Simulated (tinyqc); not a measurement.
## Round nanowire with a gate all round, subbands and threshold shift from confinement: charge and subband filling against gate voltage

Undoped body with a flat potential across it, hard walls, transport along x. Three valley pairs (g = 2 each) with the longitudinal mass along x, y or z. Non-parabolicity enters the subband edges through E (1 + al E) = gamma, so E = 2 gamma/(1 + sqrt(1 + 4 al gamma)); motion within a subband is taken as parabolic with the band-edge mass. Energies are counted from the bulk band edge.

gamma = C (2 z/(t + dl))^2 (1/my + 1/mz)/2, z the zeros of the Bessel functions J_l (2.404826, 3.831706, 5.135622, 5.520078, ...), twofold for l > 0; the mean inverse mass is an approximation for anisotropic valleys, C = hbar^2/(2 m0). Each subband has N_k = g sqrt(2 mx m0 kB T/(pi hbar^2)). With degeneracy n = sum N_k F((EF - E_k)/Vt), F(x) = (1/sqrt(pi)) int_0^infinity u^(-1/2) du/(1 + exp(u - x)); gate: Vg = EF + q n/(Cg P), P = pi t, summed over the 60 lowest subbands at most, with Vg counted from the value that would put EF at the bulk band edge of an empty body. Cq = q dn/dEF.

Values chosen for this exercise; masses close to those of silicon:
- T = 400 K (temperature)
- ml = 0.914 m0 (longitudinal mass)
- mt = 0.19 m0 (transverse mass)
- al = 0 1/eV (non-parabolicity)
- t = 8.3 nm (diameter)
- dl = 0.3 nm (widening of the box by penetration into the insulator)
- Cg = 2.3 uF/cm^2 (gate capacitance per area of interface)

Constants: q = 1.602176634e-19 C, kB = 1.380649e-23 J/K, hbar = 1.054571817e-34 J s, m0 = 9.1093837015e-31 kg, Vt = kB T/q, hbar^2/(2 m0) = 0.0380998212 eV nm^2. Results are converted to the units shown.

Result of one run:

| Vg (V) | EF - E_1 (eV) | n (cm^-1) | n/P (cm^-2) | share of the lowest subband (%) | Cq/(Cg P) | total C/(Cg P) |
|---|---|---|---|---|---|---|
| 0.77 | 0.03302 | 2.617e7 | 1.004e13 | 18.02 | 12.54 | 0.9262 |

What becomes of these results when the gate voltage Vg is changed from 0.77 to -0.11 V, all else the same?

Result of the changed run:

| Vg (V) | EF - E_1 (eV) | n (cm^-1) | n/P (cm^-2) | share of the lowest subband (%) | Cq/(Cg P) | total C/(Cg P) |
|---|---|---|---|---|---|---|
| -0.11 | -0.1537 | 2.177e5 | 8.351e10 | 24.67 | 0.1679 | 0.1437 |

The whole series:

| Vg (V) | EF - E_1 (eV) | n (cm^-1) | n/P (cm^-2) | share of the lowest subband (%) | Cq/(Cg P) | total C/(Cg P) |
|---|---|---|---|---|---|---|
| -0.11 | -0.1537 | 2.177e5 | 8.351e10 | 24.67 | 0.1679 | 0.1437 |
| 0.01 | -0.07803 | 1.877e6 | 7.200e11 | 24.15 | 1.391 | 0.5817 |
| 0.14 | -0.03938 | 5.297e6 | 2.031e12 | 23.12 | 3.633 | 0.7842 |
| 0.27 | -0.01656 | 9.309e6 | 3.570e12 | 21.98 | 5.880 | 0.8546 |
| 0.39 | -0.001179 | 1.322e7 | 5.072e12 | 20.94 | 7.762 | 0.8859 |
| 0.52 | 0.01228 | 1.759e7 | 6.745e12 | 19.87 | 9.582 | 0.9055 |
| 0.64 | 0.02287 | 2.168e7 | 8.315e12 | 18.95 | 11.08 | 0.9172 |
| 0.77 | 0.03302 | 2.617e7 | 1.004e13 | 18.02 | 12.54 | 0.9262 |
| 0.89 | 0.04149 | 3.034e7 | 1.164e13 | 17.24 | 13.76 | 0.9323 |

EF passes E_1 = 0.0379 eV at Vg = 0.400 V. The share of the lowest subband falls from 24.7 to 17.2 % and the total capacitance rises from 0.144 to 0.932 of Cg P. In the last row 7.1 % of an added gate voltage goes into raising EF (from the last two rows). For Vg = 0.01, 0.14, 0.27, 0.39, 0.52, 0.64, 0.77, 0.89 the charge would bend the potential across the body noticeably, which is left out.

Range of the model: For the strongly anisotropic y and z valleys the mean inverse mass serves only for l = 0; pairs with l > 0 really split widely.

tinyqc, about 0.2 s, one thread, Intel Xeon 2.30GHz (shared host): `OMP_NUM_THREADS=1 python tinyqc.py 2350063 2350064 out.jsonl`
